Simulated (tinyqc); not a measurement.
Worked calculation: dopant redistribution at a moving silicon-oxide interface during parabolic oxidation. Computed by tinyqc, a small Python program that keeps every step. Command: `OMP_NUM_THREADS=1 python tinyqc.py 3015194 3015195 out.jsonl segox walk`. One thread of a shared host (Intel(R) Xeon(R) Processor @ 2.30GHz), about 0.01 s of CPU time with the checks. Intermediate numbers are printed to about 7 digits and carried at full precision; extremes and crossings named in words are read from the listed rows.

Uniformly doped silicon is oxidised with x_ox = sqrt(B t); the interface advances into the silicon by alpha x_ox, alpha = 0.44. The dopant does not move in the oxide, and at the interface C(silicon) = m C(oxide).

Inputs (values chosen for the exercise, modelled on boron in silicon under dry oxygen): dopant prefactor D0 = 1.1 cm^2/s; dopant activation energy E = 3.49 eV; oxidation prefactor B0 = 825 um^2/h; oxidation activation energy E_B = 1.23 eV; segregation coefficient m = C(silicon)/C(oxide) = 0.36; bulk doping C_B = 2.3e+17 1/cm^3; temperature T = 1200 C; time t = 0.55 h.

Constants: k_B = 8.617333262e-05 eV/K.

## Rates

D = D0 exp(-E/(k_B T)), converted with 1 cm^2/s = 3.6e11 um^2/h; B = B0 exp(-E_B/(k_B T)); s = alpha sqrt(B/(4 D)), the interface advance over 2 sqrt(D t). Temperatures in kelvin are T(C) + 273.15.

D = 0.4550849 um^2/h

B = 0.05111092 um^2/h

s = 0.07372815

oxide thickness = 0.1676634 um

diffusion length 2 sqrt(D t) = 1.000593 um

Diffusion outruns the interface. Caution: in this case the oxide is not much thicker than a typical Deal-Grove length A, so real growth is slower than parabolic. Caution: parabolic growth needs an oxide much thicker than the Deal-Grove length A, which fails for thin films and low temperatures; oxidation-enhanced or retarded diffusion is ignored.

## Interface concentration

With the dopant diffusivity D and s = alpha x_ox/(2 sqrt(D t)), in the silicon C = C_B + (C_s - C_B) erfc(y/(2 sqrt(D t)))/erfc(s), y from the original surface. Dopant balance at the interface gives C_s/C_B = 1/[1 + (1/(m alpha) - 1) g], g = sqrt(pi) s exp(s^2) erfc(s).

g = 0.1204809

ratio C_s/C_B = 0.6097075

C_s in the silicon = 1.402327e+17 1/cm^3

concentration in the oxide = 3.895354e+17 1/cm^3

m alpha = 0.158: the oxide takes more dopant than the consumed silicon held, so the silicon is depleted. For a very fast interface the ratio would tend to m alpha.

## Dose moved

Consumed silicon held alpha x_ox C_B; the oxide holds x_ox times the dopant concentration in the oxide; the difference is the excess in the silicon; 1 um = 1e-4 cm.

dopant in the consumed silicon = 1.696753e+12 1/cm^2

dopant in the oxide = 6.531081e+12 1/cm^2

excess in the silicon = -4.834328e+12 1/cm^2

## Profile below the interface

Depths z are counted from the present interface: y/(2 sqrt(D t)) = s + z/(2 sqrt(D t)); take z/(2 sqrt(D t)) = 0, 0.05, 0.1, 0.2, 0.3, 0.5, 0.75, 1, 1.5.

Profile:
```
z/(2 sqrt(D t))    z (um)      C/C_B
0.00             0.000000  0.6097075
0.05             0.050030  0.6334838
0.10             0.100059  0.6569679
0.20             0.200119  0.7026170
0.30             0.300178  0.7458381
0.50             0.500297  0.8224444
0.75             0.750445  0.8961236
1.00             1.000593  0.9451381
1.50             1.500890  0.9889156
```

## Temperature and segregation coefficient

The formulas are those given above.

C_s/C_B:
```
T (C)         s     this m    m = 0.2  m = 1/alpha    m = 10
850    1.181184  0.1902170  0.1074820            1  2.625698
900    0.718142  0.2217645  0.1274679            1  2.042405
950    0.454749  0.2674306  0.1576498            1  1.662219
1000   0.298483  0.3259645  0.1986718            1  1.430079
1050   0.202249  0.3940970  0.2500689            1  1.287999
1100   0.140982  0.4672261  0.3101527            1  1.198812
1150   0.100798  0.5404708  0.3761590            1  1.141105
1200   0.073728  0.6097075  0.4447172            1  1.102656
```

s falls from 1.18 to 0.0737 as T rises, because diffusion has the larger activation energy (3.49 against 1.23 eV); the ratio for this m moves from 0.190 to 0.610, towards 1. At m = 1/alpha the oxide takes exactly what the silicon held, and nothing moves. The ratio does not depend on time, since both lengths grow as sqrt(t).

Checks made by the program: excess against the integral of the profile (relative difference below 1e-10).
